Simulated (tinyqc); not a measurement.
Inside a calculation (part 1 of 2). Method: RKS/LDA (VWN5) in the sto-3g basis, for BeH2, spin multiplicity 1. Computed by tinyqc, a small Python program that keeps every step (integrals from PySCF). Settings: charge = 0, multiplicity = 1, basis = sto-3g, energy threshold = 1e-10, iteration cap = 50, orthogonalisation = canonical, start = highest core orbitals, DIIS depth = 8, method = RKS, functional = lda,vwn, grid = [20, 26]. Command: `OMP_NUM_THREADS=1 python tinyqc.py 28754 28755 out.jsonl` (the two numbers bound the seeds that draw the settings). One thread of a shared host (Intel(R) Xeon(R) Processor @ 2.60GHz), about 0.6 s of CPU time with the checks. Later iterations appear only in the table of the cycle.

## One-electron integrals

Geometry (angstrom):
```
atom       x        y       z
Be    0.0000   0.0000  0.0000
H     0.0000   1.4800  0.1760
H     0.0000  -1.4650  0.1740
```

Basis sto-3g: exponents (1/bohr^2) and contraction coefficients of normalised primitives:
```
element  l (shell)  exponent  coefficient
Be           s (1)   30.1679       0.1543
Be           s (1)    5.4951       0.5353
Be           s (1)    1.4872       0.4446
Be           s (2)    1.3148      -0.1000
Be           s (2)    0.3055       0.3995
Be           s (2)    0.0994       0.7001
Be           p (3)    1.3148       0.1559
Be           p (3)    0.3055       0.6077
Be           p (3)    0.0994       0.3920
H            s (1)    3.4253       0.1543
H            s (1)    0.6239       0.5353
H            s (1)    0.1689       0.4446
```

Overlap, kinetic and nuclear-attraction integrals over the contracted functions; the nuclear repulsion is the sum of Za Zb / Rab.

nuclear repulsion = 3.034657 hartree

overlap S, lower triangle:
```
         1Be 1s  1Be 2s  1Be 2px  1Be 2py  1Be 2pz   2H 1s   3H 1s
1Be 1s   1.0000
1Be 2s   0.2595  1.0000
1Be 2px  0.0000  0.0000   1.0000
1Be 2py  0.0000  0.0000   0.0000   1.0000
1Be 2pz  0.0000  0.0000   0.0000   0.0000   1.0000
2H 1s    0.0499  0.4006   0.0000   0.4767   0.0567  1.0000
3H 1s    0.0516  0.4064   0.0000  -0.4816   0.0572  0.0205  1.0000
```

kinetic energy T (hartree), lower triangle:
```
          1Be 1s  1Be 2s  1Be 2px  1Be 2py  1Be 2pz    2H 1s   3H 1s
1Be 1s    6.6940
1Be 2s   -0.0330  0.2111
1Be 2px   0.0000  0.0000   0.6606
1Be 2py   0.0000  0.0000   0.0000   0.6606
1Be 2pz   0.0000  0.0000   0.0000   0.0000   0.6606
2H 1s    -0.0135  0.0479   0.0000   0.1455   0.0173   0.7600
3H 1s    -0.0139  0.0499   0.0000  -0.1500   0.0178  -0.0071  0.7600
```

nuclear attraction V (hartree), lower triangle:
```
           1Be 1s   1Be 2s  1Be 2px  1Be 2py  1Be 2pz    2H 1s    3H 1s
1Be 1s   -15.2748
1Be 2s    -2.0845  -2.9960
1Be 2px    0.0000   0.0000  -2.9106
1Be 2py    0.0003   0.0017   0.0000  -3.1088
1Be 2pz   -0.0035  -0.0311   0.0000   0.0002  -2.9134
2H 1s     -0.3992  -1.1225   0.0000  -1.3025  -0.1578  -2.8205
3H 1s     -0.4128  -1.1442   0.0000   1.3227  -0.1601  -0.0678  -2.8346
```

core Hamiltonian H = T + V (hartree), lower triangle:
```
          1Be 1s   1Be 2s  1Be 2px  1Be 2py  1Be 2pz    2H 1s    3H 1s
1Be 1s   -8.5809
1Be 2s   -2.1175  -2.7849
1Be 2px   0.0000   0.0000  -2.2500
1Be 2py   0.0003   0.0017   0.0000  -2.4483
1Be 2pz  -0.0035  -0.0311   0.0000   0.0002  -2.2528
2H 1s    -0.4127  -1.0746   0.0000  -1.1570  -0.1405  -2.0605
3H 1s    -0.4266  -1.0944   0.0000   1.1727  -0.1422  -0.0749  -2.0746
```

## Two-electron integrals

Functions are numbered as in S; the eight-fold symmetry (ij|kl) = (ji|kl) = (kl|ij) leaves the list below.

Two-electron integrals (ij|kl) in chemists' order, unique and non-zero (hartree):
```
(11|11) 2.2988      (21|11) 0.3920      (21|21) 0.0795      (22|11) 0.5710
(22|21) 0.1430      (22|22) 0.4177      (31|31) 0.0146      (32|31) 0.0219
(32|32) 0.0923      (33|11) 0.5696      (33|21) 0.1431      (33|22) 0.4176
(33|33) 0.4499      (41|41) 0.0146      (42|41) 0.0219      (42|42) 0.0923
(43|43) 0.0242      (44|11) 0.5696      (44|21) 0.1431      (44|22) 0.4176
(44|33) 0.4014      (44|44) 0.4499      (51|51) 0.0146      (52|51) 0.0219
(52|52) 0.0923      (53|53) 0.0242      (54|54) 0.0242      (55|11) 0.5696
(55|21) 0.1431      (55|22) 0.4176      (55|33) 0.4014      (55|44) 0.4014
(55|55) 0.4499      (61|11) 0.0745      (61|21) 0.0151      (61|22) 0.0274
(61|33) 0.0272      (61|41) 0.0013      (61|42) 0.0025      (61|44) 0.0278
(61|51) 1.58e-04    (61|52) 2.98e-04    (61|54) 6.94e-05    (61|55) 0.0272
(61|61) 0.0030      (62|11) 0.1858      (62|21) 0.0472      (62|22) 0.1510
(62|33) 0.1452      (62|41) 0.0061      (62|42) 0.0381      (62|44) 0.1622
(62|51) 0.0007      (62|52) 0.0045      (62|54) 0.0020      (62|55) 0.1454
(62|61) 0.0099      (62|62) 0.0822      (63|31) 0.0043      (63|32) 0.0202
(63|43) 0.0065      (63|53) 0.0008      (63|63) 0.0074      (64|11) 0.1998
(64|21) 0.0514      (64|22) 0.1723      (64|33) 0.1621      (64|41) 0.0099
(64|42) 0.0590      (64|44) 0.1923      (64|51) 0.0007      (64|52) 0.0046
(64|54) 0.0028      (64|55) 0.1623      (64|61) 0.0113      (64|62) 0.1065
(64|64) 0.1425      (65|11) 0.0238      (65|21) 0.0061      (65|22) 0.0205
(65|33) 0.0193      (65|41) 0.0007      (65|42) 0.0046      (65|44) 0.0213
(65|51) 0.0044      (65|52) 0.0207      (65|54) 0.0068      (65|55) 0.0209
(65|61) 0.0013      (65|62) 0.0127      (65|64) 0.0161      (65|65) 0.0093
(66|11) 0.3533      (66|21) 0.0914      (66|22) 0.3278      (66|33) 0.3042
(66|41) 0.0137      (66|42) 0.1107      (66|44) 0.3739      (66|51) 0.0016
(66|52) 0.0132      (66|54) 0.0083      (66|55) 0.3051      (66|61) 0.0197
(66|62) 0.2280      (66|64) 0.3134      (66|65) 0.0373      (66|66) 0.7746
(71|11) 0.0770      (71|21) 0.0156      (71|22) 0.0283      (71|33) 0.0281
(71|41) -0.0014     (71|42) -0.0026     (71|44) 0.0287      (71|51) 1.63e-04
(71|52) 3.07e-04    (71|54) -7.20e-05   (71|55) 0.0281      (71|61) 0.0028
(71|62) 0.0087      (71|64) 0.0091      (71|65) 0.0012      (71|66) 0.0166
(71|71) 0.0032      (72|11) 0.1896      (72|21) 0.0482      (72|22) 0.1537
(72|33) 0.1479      (72|41) -0.0063     (72|42) -0.0387     (72|44) 0.1651
(72|51) 0.0007      (72|52) 0.0046      (72|54) -0.0020     (72|55) 0.1481
(72|61) 0.0086      (72|62) 0.0430      (72|64) 0.0449      (72|65) 0.0065
(72|66) 0.0879      (72|71) 0.0105      (72|72) 0.0847      (73|31) 0.0044
(73|32) 0.0206      (73|43) -0.0067     (73|53) 0.0008      (73|63) 0.0031
(73|73) 0.0077      (74|11) -0.2031     (74|21) -0.0523     (74|22) -0.1747
(74|33) -0.1644     (74|41) 0.0102      (74|42) 0.0600      (74|44) -0.1950
(74|51) -0.0007     (74|52) -0.0047     (74|54) 0.0028      (74|55) -0.1646
(74|61) -0.0089     (74|62) -0.0447     (74|64) -0.0451     (74|65) -0.0067
(74|66) -0.0905     (74|71) -0.0118     (74|72) -0.1095     (74|74) 0.1460
(75|11) 0.0241      (75|21) 0.0062      (75|22) 0.0208      (75|33) 0.0195
(75|41) -0.0007     (75|42) -0.0047     (75|44) 0.0216      (75|51) 0.0045
(75|52) 0.0212      (75|54) -0.0069     (75|55) 0.0211      (75|61) 0.0012
(75|62) 0.0065      (75|64) 0.0067      (75|65) 0.0040      (75|66) 0.0136
(75|71) 0.0014      (75|72) 0.0130      (75|74) -0.0164     (75|75) 0.0097
(76|11) 0.0126      (76|21) 0.0031      (76|22) 0.0089      (76|33) 0.0088
(76|41) 2.07e-06    (76|42) 1.51e-05    (76|44) 0.0091      (76|51) 9.80e-05
(76|52) 4.82e-04    (76|54) 1.14e-06    (76|55) 0.0088      (76|61) 0.0006
(76|62) 0.0033      (76|64) 0.0039      (76|65) 0.0006      (76|66) 0.0075
(76|71) 0.0006      (76|72) 0.0034      (76|74) -0.0039     (76|75) 0.0006
(76|76) 1.95e-04    (77|11) 0.3568      (77|21) 0.0923      (77|22) 0.3302
(77|33) 0.3063      (77|41) -0.0140     (77|42) -0.1117     (77|44) 0.3767
(77|51) 0.0017      (77|52) 0.0133      (77|54) -0.0084     (77|55) 0.3073
(77|61) 0.0162      (77|62) 0.0868      (77|64) 0.0899      (77|65) 0.0135
(77|66) 0.1797      (77|71) 0.0206      (77|72) 0.2319      (77|74) -0.3178
(77|75) 0.0377      (77|76) 0.0075      (77|77) 0.7746
```

## Orthogonalisation

S = U s U^T; canonical form X = U s^(-1/2), so that X^T S X = 1. Each column of U has its largest component positive (the first on a tie).

eigenvalues of S: 0.3119  0.4019  0.9337  1.0000  1.0165  1.6642  1.6720

X:
```
               1        2        3       4        5        6        7
1Be 1s    0.0120  -0.3697   0.8464  0.0000  -0.4025   0.1687   0.1959
1Be 2s   -0.0504   1.1343  -0.1136  0.0000  -0.0756   0.3434   0.4004
1Be 2px   0.0000   0.0000   0.0000  1.0000   0.0000   0.0000   0.0000
1Be 2py   1.2556   0.0432   0.0012  0.0000  -0.0007   0.4197  -0.3581
1Be 2pz  -0.0061   0.1375   0.4512  0.0000   0.8851   0.0393   0.0457
2H 1s    -0.8688  -0.7526  -0.2643  0.0000   0.1285   0.5225   0.0189
3H 1s     0.9340  -0.6914  -0.2614  0.0000   0.1273  -0.0616   0.5184
```

## Starting guess

The start is the highest orbitals of the core Hamiltonian (a deliberately bad start); D = 2 C_occ C_occ^T.

D at the start, lower triangle:
```
          1Be 1s   1Be 2s  1Be 2px  1Be 2py  1Be 2pz    2H 1s   3H 1s
1Be 1s    0.0294
1Be 2s   -0.1980   1.3615
1Be 2px   0.0000   0.0000   0.0000
1Be 2py   0.0040  -0.0377   0.0000   1.6845
1Be 2pz   0.0568  -0.1631   0.0000  -0.0062   1.9683
2H 1s     0.1913  -1.3468   0.0000  -1.7747  -0.1882   3.3496
3H 1s     0.1965  -1.4032   0.0000   1.8231  -0.1953  -0.4672  3.4008
```

## Iteration 1: exchange-correlation on the grid

Becke grid with 20 radial and 26 angular points per atom, points of zero weight dropped. rho = sum D_ij phi_i phi_j; V_xc,ij = sum w v_xc phi_i phi_j; v_xc is d(rho eps)/d rho.

The 16 grid points with the largest w rho, of 1554 (bohr, atomic units):
```
x              y        z       w     rho   eps_xc     v_xc
0.0000    0.0000  -2.1529  1.6128  0.0535  -0.3271  -0.4270
0.0000    0.0000  -1.6257  0.7519  0.0974  -0.3930  -0.5137
0.0000    0.0000  -2.7946  3.2951  0.0205  -0.2444  -0.3184
0.0000    0.0000   2.1529  1.6114  0.0414  -0.3024  -0.3946
0.0000    0.0000   1.6257  0.7518  0.0755  -0.3635  -0.4748
0.0000    0.0000   2.7946  3.2847  0.0158  -0.2258  -0.2940
0.0000    0.0000  -1.1973  0.3289  0.1406  -0.4400  -0.5756
-1.5223   0.0000  -1.5223  1.2902  0.0307  -0.2763  -0.3602
1.5223    0.0000  -1.5223  1.2902  0.0307  -0.2763  -0.3602
0.0000   -1.1495  -1.1495  0.5924  0.0659  -0.3486  -0.4552
0.0000    1.5223  -1.5223  1.1884  0.0328  -0.2819  -0.3676
0.0000    1.1495  -1.1495  0.5931  0.0657  -0.3483  -0.4549
0.0000   -1.5223  -1.5223  1.1826  0.0328  -0.2819  -0.3676
0.0000    0.0000   1.1973  0.3289  0.1119  -0.4101  -0.5362
0.0000    0.0000  -3.5712  6.5020  0.0053  -0.1629  -0.2117
-1.1495   0.0000  -1.1495  0.6015  0.0561  -0.3319  -0.4333
```

electrons on the grid, sum of w rho = 5.9686

E_xc = sum of w rho eps_xc = -2.234291 hartree

V_xc (hartree), lower triangle:
```
          1Be 1s   1Be 2s  1Be 2px  1Be 2py  1Be 2pz    2H 1s    3H 1s
1Be 1s   -0.4364
1Be 2s   -0.1107  -0.3185
1Be 2px   0.0000   0.0000  -0.2689
1Be 2py   0.0000   0.0004   0.0000  -0.3315
1Be 2pz   0.0018   0.0138   0.0000   0.0001  -0.3557
2H 1s    -0.0210  -0.1430   0.0000  -0.1804  -0.0199  -0.4983
3H 1s    -0.0218  -0.1453   0.0000   0.1826  -0.0201  -0.0072  -0.4974
```

## Iteration 1: building the Kohn-Sham matrix

J_ij = sum D_kl (ij|kl); F = H + J + V_xc; E = tr D H + tr D J / 2 + E_xc + E_nn.

Coulomb J (hartree), lower triangle:
```
          1Be 1s   1Be 2s  1Be 2px  1Be 2py  1Be 2pz   2H 1s   3H 1s
1Be 1s    2.7131
1Be 2s    0.6863   2.1859
1Be 2px   0.0000   0.0000   2.0729
1Be 2py  -0.0003  -0.0007   0.0000   2.3131
1Be 2pz  -0.0067  -0.0133   0.0000  -0.0001   2.1707
2H 1s     0.1320   0.9201   0.0000   1.1254   0.1286  2.5288
3H 1s     0.1365   0.9341   0.0000  -1.1379   0.1298  0.0477  2.5284
```

Kohn-Sham matrix F (hartree), lower triangle:
```
          1Be 1s   1Be 2s  1Be 2px  1Be 2py  1Be 2pz    2H 1s    3H 1s
1Be 1s   -6.3041
1Be 2s   -1.5419  -0.9174
1Be 2px   0.0000   0.0000  -0.4461
1Be 2py   0.0001   0.0014   0.0000  -0.4667
1Be 2pz  -0.0084  -0.0305   0.0000   0.0001  -0.4378
2H 1s    -0.3018  -0.2975   0.0000  -0.2120  -0.0318  -0.0299
3H 1s    -0.3119  -0.3056   0.0000   0.2174  -0.0325  -0.0344  -0.0436
```

total energy of this density = -3.337706 hartree

## Iteration 1: diagonalisation and new density

Diagonalise F' = X^T F X, C = X C', fill 3 alpha and 3 beta electrons from the bottom; D = 2 C_occ C_occ^T. Each column has its largest component positive (the first on a tie).

F' = X^T F X (hartree), lower triangle:
```
         1        2        3        4        5        6        7
1   0.2322
2   0.0115  -0.1667
3  -0.0253   0.9456  -4.0816
4   0.0000   0.0000   0.0000  -0.4461
5   0.0134  -0.4955   1.8740   0.0000  -1.3954
6  -0.2400   0.0628  -1.3152   0.0000   0.6689  -0.8016
7   0.2042   0.0939  -1.5306   0.0000   0.7785  -0.5598  -0.9820
```

orbital energies (hartree): MO1 -6.3061, MO2 -0.5851, MO3 -0.4670, MO4 -0.4461, MO5 -0.4320, MO6 0.2204, MO7 0.3747

coefficients C:
```
             MO1      MO2      MO3     MO4      MO5      MO6      MO7
1Be 1s    1.0051  -0.2474  -0.0029  0.0000   0.0470   0.0917   0.0001
1Be 2s   -0.0225   1.0185   0.0126  0.0000  -0.1946  -0.7142   0.0049
1Be 2px   0.0000   0.0000   0.0000  1.0000   0.0000   0.0000   0.0000
1Be 2py   0.0001  -0.0109   1.0192  0.0000  -0.0049   0.0164  -0.9184
1Be 2pz   0.0007   0.1970   0.0070  0.0000   0.9816  -0.0843   0.0004
2H 1s     0.0057  -0.0051  -0.0224  0.0000  -0.0105   0.8456   0.9825
3H 1s     0.0058  -0.0032   0.0184  0.0000  -0.0110   0.8666  -0.9777
```

D after iteration 1, lower triangle:
```
          1Be 1s   1Be 2s  1Be 2px  1Be 2py  1Be 2pz    2H 1s   3H 1s
1Be 1s    2.1428
1Be 2s   -0.5493   2.0760
1Be 2px   0.0000   0.0000   0.0000
1Be 2py  -0.0004   0.0034   0.0000   2.0779
1Be 2pz  -0.0962   0.4015   0.0000   0.0100   0.0778
2H 1s     0.0142  -0.0111   0.0000  -0.0456  -0.0023   0.0011
3H 1s     0.0132  -0.0063   0.0000   0.0375  -0.0010  -0.0007  0.0008
```

## Iteration 2: exchange-correlation on the grid

As before.

The 16 grid points with the largest w rho, of 1554 (bohr, atomic units):
```
x              y       z       w     rho   eps_xc     v_xc
0.0000    1.6257  0.0000  0.5425  0.1053  -0.4026  -0.5263
0.0000   -1.6257  0.0000  0.5285  0.1057  -0.4030  -0.5268
0.0000    1.1973  0.0000  0.3204  0.1567  -0.4549  -0.5952
0.0000   -1.1973  0.0000  0.3196  0.1567  -0.4549  -0.5953
0.0000    1.1495  1.1495  0.5686  0.0819  -0.3727  -0.4869
0.0000   -1.1495  1.1495  0.5662  0.0812  -0.3716  -0.4856
0.0000    0.0000  2.1529  1.6114  0.0261  -0.2629  -0.3426
0.0000    1.5223  1.5223  0.9328  0.0440  -0.3082  -0.4021
0.0000   -1.5223  1.5223  0.9163  0.0437  -0.3075  -0.4012
1.5223    1.5223  0.0000  1.0955  0.0363  -0.2906  -0.3791
-1.5223   1.5223  0.0000  1.0955  0.0363  -0.2906  -0.3791
1.5223   -1.5223  0.0000  1.0852  0.0363  -0.2907  -0.3791
-1.5223  -1.5223  0.0000  1.0852  0.0363  -0.2907  -0.3791
1.1495    1.1495  0.0000  0.5847  0.0674  -0.3510  -0.4585
-1.1495   1.1495  0.0000  0.5847  0.0674  -0.3510  -0.4585
1.1495   -1.1495  0.0000  0.5835  0.0674  -0.3510  -0.4584
```

electrons on the grid, sum of w rho = 6.0212

E_xc = sum of w rho eps_xc = -3.374039 hartree

V_xc (hartree), lower triangle:
```
          1Be 1s   1Be 2s  1Be 2px  1Be 2py  1Be 2pz    2H 1s    3H 1s
1Be 1s   -1.4323
1Be 2s   -0.2203  -0.3621
1Be 2px   0.0000   0.0000  -0.3386
1Be 2py   0.0000   0.0001   0.0000  -0.4020
1Be 2pz  -0.0037  -0.0241   0.0000  -0.0003  -0.3382
2H 1s    -0.0427  -0.1341   0.0000  -0.1541  -0.0224  -0.2797
3H 1s    -0.0441  -0.1371   0.0000   0.1571  -0.0227  -0.0084  -0.2850
```

## Iteration 2: building the Kohn-Sham matrix

As before.

Coulomb J (hartree), lower triangle:
```
          1Be 1s   1Be 2s  1Be 2px  1Be 2py  1Be 2pz   2H 1s   3H 1s
1Be 1s    6.8731
1Be 2s    1.3488   2.8016
1Be 2px   0.0000   0.0000   2.7652
1Be 2py  -0.0001  -0.0006   0.0000   2.8605
1Be 2pz   0.0146   0.0689   0.0000   0.0004   2.7689
2H 1s     0.2581   0.9970   0.0000   1.1271   0.1463  2.1091
3H 1s     0.2668   1.0166   0.0000  -1.1450   0.1483  0.0614  2.1292
```

Kohn-Sham matrix F (hartree), lower triangle:
```
          1Be 1s   1Be 2s  1Be 2px  1Be 2py  1Be 2pz    2H 1s    3H 1s
1Be 1s   -3.1400
1Be 2s   -0.9890  -0.3454
1Be 2px   0.0000   0.0000   0.1765
1Be 2py   0.0002   0.0013   0.0000   0.0102
1Be 2pz   0.0075   0.0137   0.0000   0.0003   0.1778
2H 1s    -0.1973  -0.2117   0.0000  -0.1839  -0.0165  -0.2311
3H 1s    -0.2039  -0.2149   0.0000   0.1849  -0.0166  -0.0218  -0.2304
```

total energy of this density = -14.729547 hartree

## Iteration 2: DIIS over 2 matrices

error matrix X^T (FDS - SDF) X:
```
         1        2        3       4        5       6        7
1   0.0000   0.0013   0.0143  0.0000  -0.0045  0.5611  -0.5017
2  -0.0013   0.0000  -0.3006  0.0000   0.1433  0.2701   0.2738
3  -0.0143   0.3006   0.0000  0.0000  -0.0545  0.0515   0.0566
4   0.0000   0.0000   0.0000  0.0000   0.0000  0.0000   0.0000
5   0.0045  -0.1433   0.0545  0.0000   0.0000  0.0904   0.1028
6  -0.5611  -0.2701  -0.0515  0.0000  -0.0904  0.0000  -0.0008
7   0.5017  -0.2738  -0.0566  0.0000  -0.1028  0.0008   0.0000
```

B (overlaps of the stored error matrices):
```
               1              2
1  4.7152459e-02  1.4695378e-01
2  1.4695378e-01  1.7063618e+00
```

Minimise |sum c_i e_i|^2 with sum c_i = 1: solve [B -1; -1 0][c; lambda] = [0; -1] with B_ij = tr e_i^T e_j, and take F = sum c_i F_i.

DIIS coefficients: 1.0684  -0.0684

extrapolated F (hartree), lower triangle:
```
          1Be 1s   1Be 2s  1Be 2px  1Be 2py  1Be 2pz    2H 1s    3H 1s
1Be 1s   -6.5205
1Be 2s   -1.5797  -0.9565
1Be 2px   0.0000   0.0000  -0.4886
1Be 2py   0.0001   0.0014   0.0000  -0.4993
1Be 2pz  -0.0095  -0.0335   0.0000   0.0001  -0.4799
2H 1s    -0.3089  -0.3034   0.0000  -0.2139  -0.0328  -0.0162
3H 1s    -0.3193  -0.3118   0.0000   0.2196  -0.0336  -0.0352  -0.0308
```

## Iteration 2: diagonalisation and new density

As before.

F' = X^T F X (hartree), lower triangle:
```
         1        2        3        4        5        6        7
1   0.2131
2   0.0118  -0.1911
3  -0.0267   0.9919  -4.2309
4   0.0000   0.0000   0.0000  -0.4886
5   0.0143  -0.5227   1.9274   0.0000  -1.4631
6  -0.2643   0.0558  -1.3587   0.0000   0.6888  -0.8227
7   0.2254   0.0877  -1.5811   0.0000   0.8016  -0.5759  -1.0086
```

orbital energies (hartree): MO1 -6.5232, MO2 -0.6229, MO3 -0.5015, MO4 -0.4886, MO5 -0.4726, MO6 0.2342, MO7 0.3826

coefficients C:
```
             MO1      MO2      MO3     MO4      MO5      MO6      MO7
1Be 1s    1.0058  -0.2452  -0.0025  0.0000   0.0530   0.0862   0.0004
1Be 2s   -0.0259   1.0264   0.0107  0.0000  -0.2223  -0.6945   0.0023
1Be 2px   0.0000   0.0000   0.0000  1.0000   0.0000   0.0000   0.0000
1Be 2py   0.0001  -0.0106   1.0455  0.0000  -0.0078   0.0197  -0.8883
1Be 2pz   0.0007   0.2252   0.0097  0.0000   0.9759  -0.0800   0.0001
2H 1s     0.0064  -0.0215  -0.0509  0.0000  -0.0100   0.8413   0.9848
3H 1s     0.0065  -0.0204   0.0469  0.0000  -0.0111   0.8703  -0.9732
```

D after iteration 2, lower triangle:
```
          1Be 1s   1Be 2s  1Be 2px  1Be 2py  1Be 2pz    2H 1s   3H 1s
1Be 1s    2.1436
1Be 2s   -0.5553   2.1085
1Be 2px   0.0000   0.0000   0.0000
1Be 2py   0.0002   0.0007   0.0000   2.1865
1Be 2pz  -0.1090   0.4624   0.0000   0.0155   0.1016
2H 1s     0.0237  -0.0455   0.0000  -0.1060  -0.0106   0.0062
3H 1s     0.0229  -0.0412   0.0000   0.0986  -0.0083  -0.0038  0.0053
```
